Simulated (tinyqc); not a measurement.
Line shape against size: Raman line shape of confined optical phonons and breathing modes of small crystals. Computed by tinyqc, a small Python program. Command: `OMP_NUM_THREADS=1 python tinyqc.py 3028660 3028661 out.jsonl confine walk`. One thread of a shared host (Intel(R) Xeon(R) Processor @ 2.30GHz), about 0.02 s of CPU time with the checks.

Confinement in 3 direction(s) lets phonons with q away from zero scatter light. q is in units of 2 pi/a, from 0 to 1, and the branch is isotropic: omega(q)^2 = (omega_0^2 + omega_X^2)/2 + ((omega_0^2 - omega_X^2)/2) cos(pi q). The model and its constant beta are phenomenological; beta = 8 is the common choice.

Inputs (values chosen for the exercise, modelled on silicon):
```
quantity                                value      unit
bulk frequency omega_0                  521.2      1/cm
frequency at the zone boundary omega_X    403      1/cm
natural width Gamma_0                       3      1/cm
lattice constant a                      5.431  angstrom
size L                                    5.9        nm
confinement constant beta                   8         -
```

Shape: sphere.

Method:
- Weight W(q) = q^2 exp(-(2 L q/a)^2/(2 beta)) dq, that is exp(-k^2 L^2/(2 beta pi^2)) for k = 2 pi q/a.
- Width q_c = a sqrt(2 beta)/(2 L), where the exponential falls to 1/e; curvature of the branch: omega(q) = omega_0 - c q^2, c = pi^2 (omega_0^2 - omega_X^2)/(8 omega_0); for small q_c the mean of q^2 is (number of confined directions) q_c^2/2, and the mean shift is -c times that.
- I(omega) = int W(q) / [(omega - omega(q))^2 + (Gamma_0/2)^2] dq / int W dq x (Gamma_0/2)^2, by 400 Gauss-Legendre points on 0 < q < min(1, 2.5 a sqrt(2 beta)/L).
- The peak is the maximum of I; the width is taken between the half-maximum points, and the asymmetry is the low-side half-width over the high-side one.

mean shift, quadratic estimate = -13.1461 1/cm

Line shape:
```
L (nm)  peak shift (1/cm)  full width (1/cm)  asymmetry  mean shift, quadratic estimate (1/cm)
3                 -20.616             63.502     2.4856                                -50.846
3.6               -14.082             44.295      2.551                                -35.310
4.4               -9.5538             30.253     2.5435                                -23.637
5.5               -6.3956             20.154     2.4453                                -15.128
7                 -4.2718              13.35     2.2493                                -9.3391
10                -2.4603             7.8049     1.8597                                -4.5761
15                -1.3567             4.8884     1.4341                                -2.0338
25               -0.61892              3.476     1.1121                               -0.73218
```

The peak shift falls with exponent -2.09 at the small end and -1.54 at the large end. For still larger L it tends to the mean shift, which goes as 1/L^2; the ratio is 0.41 in the first row and 0.85 in the last. The width exceeds Gamma_0 by over 10 % for L up to 25 nm. In a sphere the factor q^2 removes the weight at q = 0, so the peak itself moves strongly.

Extremes, crossings and ranges named in words are read from the listed rows.
